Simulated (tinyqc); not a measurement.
Worked calculation: Rayleigh-quotient iteration on a symmetric matrix. One step of it, computed by the program tinyqc.

Task: Step 3. solve (A - shift) w = v; v' = w/|w| with its largest component positive (the first on a tie); lambda = v'^T A v'; the next shift is lambda.

A:
```
           1          2          3          4
1   0.693000  -0.171000  -0.158000  -1.484000
2  -0.171000   0.927000   0.342000  -0.289000
3  -0.158000   0.342000   0.995000  -0.689000
4  -1.484000  -0.289000  -0.689000   1.262000
```

vector after step 2: 0.128543  0.812162  -0.568992  0.010880

Rayleigh quotient after step 2 = 0.615783

Give: vector after step 3; Rayleigh quotient after step 3.

Result:

vector after step 3: 0.143  0.757  -0.637  -0.012

Rayleigh quotient after step 3 = 0.611
